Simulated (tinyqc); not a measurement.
# Depletion-mode phase shifter in a rib waveguide and its Mach-Zehnder modulator, step by step

Computed by the program tinyqc: `OMP_NUM_THREADS=1 python tinyqc.py 2650005 2650006 out.jsonl`, one thread of a shared Intel Xeon 2.30GHz, about 0.01 s for the whole run. Printed values are rounded.

A lateral p-n junction at x0 in a waveguide whose mode intensity is a Gaussian of rms width s about x = 0; p side at smaller x. Reverse bias removes carriers and raises the index. Abrupt junction, doping uniform over the whole mode, lumped electrode (no travelling-wave effects).

Values chosen for this exercise; values close to those of silicon near 1550 nm: wavelength lam = 1565 nm; relative permittivity of the semiconductor eps_r = 11.7; acceptor density Na = 1.4e18 cm^-3; donor density Nd = 5.6e17 cm^-3; built-in voltage Vb = 0.87 V; rms width of the lateral mode intensity s = 120 nm; junction offset towards the n side x0 = 0 nm; vertical confinement times ng/n G = 0.92; rib height hr = 220 nm; fringe capacitance Cf = 27 pF/m; series resistance Rs = 15.7 ohm mm; length of the phase shifter L = 1.5 mm; reverse bias V = 1.5 V; passive loss a0 = 1.9 dB/cm.

Constants: q = 1.602176634e-19 C, eps0 = 8.8541878128e-14 F/cm where lengths are in cm. Results are converted to the units shown.

## Index and absorption of the doped regions

Free-carrier changes (empirical, N and P in cm^-3): |dn| = 8.5e-18 P^0.8 for holes, 8.8e-22 N for electrons; absorption 6e-18 P and 8.5e-18 N in 1/cm.

dn_h = 0.002794611
dn_e = 0.0004928
a_h = 8.4 1/cm
a_e = 4.76 1/cm

Index change per unit absorption: holes 3.33 um, electrons 1.04 um, a ratio of 3.21.

## Depletion edges and mode overlap

W = sqrt(2 eps0 eps_r (Vb + V)(1/Na + 1/Nd)/q); edges xp = x0 - W Nd/(Na + Nd), xn = x0 + W Na/(Na + Nd); F(x) = [1 + erf(x/(sqrt(2) s))]/2.

W at 0 and at V (nm): [53.03429, 87.53289]

```
edge   edge (nm)          F
xp(0)  -15.15265  0.4497583
xn(0)   37.88163  0.6238774
xp(V)  -25.00940  0.4174538
xn(V)   62.52349  0.6988268
```

## Index shift, efficiency, loss and bandwidth

dneff = G {dn_h [F(xp(0)) - F(xp(V))] + dn_e [F(xn(V)) - F(xn(0))]}; VpiL = lam V/(2 dneff); loss = a0 + 4.343 G {a_h F(xp) + a_e [1 - F(xn)]} dB/cm at V; C = eps0 eps_r hr/W + Cf; fRC = 1/(2 pi Rs C).

dneff = 1.170364e-4
VpiL = 1.002893 V cm
loss = 21.63885 dB/cm
C = 287.3670 pF/m
fRC = 35.27634 GHz

The product VpiL x loss is 21.7 V dB.

## Mach-Zehnder modulator

One arm driven from 0 to V: phase 2 pi dneff L/lam; biased at quadrature the output swings between [1 -+ sin(phase/2)]/2; extinction ratio in dB; insertion loss = loss x L.

phase = 0.2243510 pi
extinction ratio = 3.126391 dB
insertion loss = 3.245828 dB
